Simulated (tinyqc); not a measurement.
Worked calculation: Pariser-Parr-Pople SCF with singles CI, for the molecule C=CC=CC=C(Cl)N=C (SMILES; centres numbered as the heavy atoms are written). One step of it, computed by the program tinyqc.

Question. Iteration 1: orbitals and new P. Diagonalise F (the basis is taken as orthonormal) and form P = 2 sum c c over the lowest orbitals; 0.5 of the old P is kept.

F (eV):
```
,1C,2C,3C,4C,5C,6C,7Cl,8N,9C
1C,-4.434510,-4.601734,0.368061,0.425930,-0.222811,-0.144182,0.270403,0.000000,0.091532
2C,-4.601734,-4.330589,-3.811708,0.000000,0.212540,0.000000,-0.113676,-0.024148,0.000000
3C,0.368061,-3.811708,-4.587418,-4.208054,0.368152,0.294292,-0.381534,0.000000,-0.146547
4C,0.425930,0.000000,-4.208054,-5.071106,-4.055599,0.000000,0.422660,0.118262,0.000000
5C,-0.222811,0.212540,0.368152,-4.055599,-5.624876,-3.957478,0.568664,0.000000,0.339457
6C,-0.144182,0.000000,0.294292,0.000000,-3.957478,-6.828056,-3.324256,-3.741400,0.000000
7Cl,0.270403,-0.113676,-0.381534,0.422660,0.568664,-3.324256,-15.083553,0.000000,0.612865
8N,0.000000,-0.024148,0.000000,0.118262,0.000000,-3.741400,0.000000,-8.733883,-4.944784
9C,0.091532,0.000000,-0.146547,0.000000,0.339457,0.000000,0.612865,-4.944784,-6.454972
```

pi electrons, sum of z_r less the charge = 10

P at the start:
```
,1C,2C,3C,4C,5C,6C,7Cl,8N,9C
1C,1.190134,0.827616,-0.190134,-0.295670,0.190134,0.148130,-0.285799,0.000000,-0.124716
2C,0.827616,1.000000,0.531947,0.000000,-0.147540,0.000000,0.098547,0.024589,0.000000
3C,-0.190134,0.531947,1.190134,0.680076,-0.190134,-0.204285,0.285799,0.000000,0.150540
4C,-0.295670,0.000000,0.680076,1.000000,0.623331,0.000000,-0.234452,-0.081033,0.000000
5C,0.190134,-0.147540,-0.190134,0.623331,1.190134,0.586540,-0.285799,0.000000,-0.235642
6C,0.148130,0.000000,-0.204285,0.000000,0.586540,1.000000,0.624661,0.449550,0.000000
7Cl,-0.285799,0.098547,0.285799,-0.234452,-0.285799,0.624661,1.429597,0.000000,-0.339886
8N,0.000000,0.024589,0.000000,-0.081033,0.000000,0.449550,0.000000,1.000000,0.889232
9C,-0.124716,0.000000,0.150540,0.000000,-0.235642,0.000000,-0.339886,0.889232,1.000000
```

Give: orbital energies; P after iteration 1.

Answer.

orbital energies (eV): -16.628  -13.810  -11.712  -10.021  -7.553  -3.478  -1.257  0.711  2.599

P after iteration 1:
```
,1C,2C,3C,4C,5C,6C,7Cl,8N,9C
1C,1.090,0.852,-0.094,-0.321,0.098,0.197,-0.208,0.007,-0.154
2C,0.852,1.006,0.501,0.004,-0.124,0.000,0.057,0.024,-0.008
3C,-0.094,0.501,1.080,0.723,-0.105,-0.270,0.225,-0.005,0.189
4C,-0.321,0.004,0.723,1.017,0.577,-0.004,-0.145,-0.080,0.021
5C,0.098,-0.124,-0.105,0.577,1.101,0.666,-0.254,-0.007,-0.278
6C,0.197,0.000,-0.270,-0.004,0.666,1.018,0.453,0.438,-0.045
7Cl,-0.208,0.057,0.225,-0.145,-0.254,0.453,1.666,-0.022,-0.213
8N,0.007,0.024,-0.005,-0.080,-0.007,0.438,-0.022,1.094,0.885
9C,-0.154,-0.008,0.189,0.021,-0.278,-0.045,-0.213,0.885,0.928
```
